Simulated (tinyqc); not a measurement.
## Permittivity and interface capacitance from two thicknesses

Question. 1/C = t/(eps0 ek) + 2/ci for planar capacitors that differ only in thickness. Find ek, ci and the EOT of the interfaces, 2 x 3.9 eps0/ci.

Constants: eps0 = 8.8541878128e-14 F/cm where lengths are in cm. Results are converted to the units shown.

C at t = 2.6 and 7.9 nm (uF/cm^2): 2.7702298  0.91512274

Answer. 1/C is a straight line in t: the slope gives ek and the intercept 2/ci. A single thickness would give only the effective permittivity; when the interfaces are a small part of 1/C, ci needs very accurate data.

ek = 8.18
ci = 1.00e3 uF/cm^2
EOT of the interfaces = 0.00691 nm

Program tinyqc, `OMP_NUM_THREADS=1 python tinyqc.py 2102207 2102208 out.jsonl`; Intel Xeon 2.30GHz, shared host, one thread, about 0.01 s.
